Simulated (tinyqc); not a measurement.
Microkinetic model of a Langmuir-Hinshelwood surface reaction A + (1/2) B2 = AB with Bronsted-Evans-Polanyi barriers: one step, computed by the program tinyqc.

A adsorbs in equilibrium; B2 dissociates irreversibly on two free sites; adsorbed A and B react irreversibly and AB leaves at once. theta_A + theta_B + theta_* = 1.

Question. Steady state in closed form. theta_A = K_A p_A theta_*; 2 k1 p_B theta_*^2 = k2 theta_A theta_B, so theta_B = w theta_* with w = 2 k1 p_B/(k2 K_A p_A); theta_* = 1/(1 + K_A p_A + w); rate r = k2 theta_A theta_B.

Inputs (values chosen for the exercise, for a model catalyst): pressure p_A = 0.3 bar; pressure p_B = 0.036 bar; temperature T = 525 K.

K_A = 39.65789 1/bar

k1 = 3070965 1/(bar s)

k2 = 2743.198 1/s

Give: w; theta_*; theta_A; theta_B; rate r.

Answer.

w = 6.775

theta_* = 0.05083

theta_A = 0.6048

theta_B = 0.3444

rate r = 571.3 1/s per site

No single species fills the surface. Caution: the linear relation gives a negative E1, which is set to zero: dissociation is not activated.
